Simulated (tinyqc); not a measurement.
## Channel mobility from two channel lengths

Problem. Two power MOSFETs differ only in channel length: R_on = R_rest + Lc (Wp + a)/(2 mch Cox Vov), Cox = 3.9 eps0/tox. Find mch and R_rest.

Parameters, values chosen for the exercise:
- tox = 93 nm (gate oxide thickness (eps_r 3.9))
- Vov = 7 V (gate overdrive)
- Wp = 6.6 um (width of the p body in one cell, channels included)
- a = 4.4 um (gap between neighbouring p bodies)

Constants: eps0 = 8.8541878128e-14 F/cm where lengths are in cm. Results are converted to the units shown.

R_on at Lc = 0.84 and 2.1 um (mohm cm^2): 14.155977  29.839943

Answer. R_on is a straight line in Lc; its slope gives mch and its intercept the rest.

mch = 17.0 cm^2/(V s)
R_rest = 3.70 mohm cm^2

Program tinyqc, `OMP_NUM_THREADS=1 python tinyqc.py 2230133 2230134 out.jsonl`; Intel Xeon 2.30GHz, shared host, one thread, about 0.01 s.
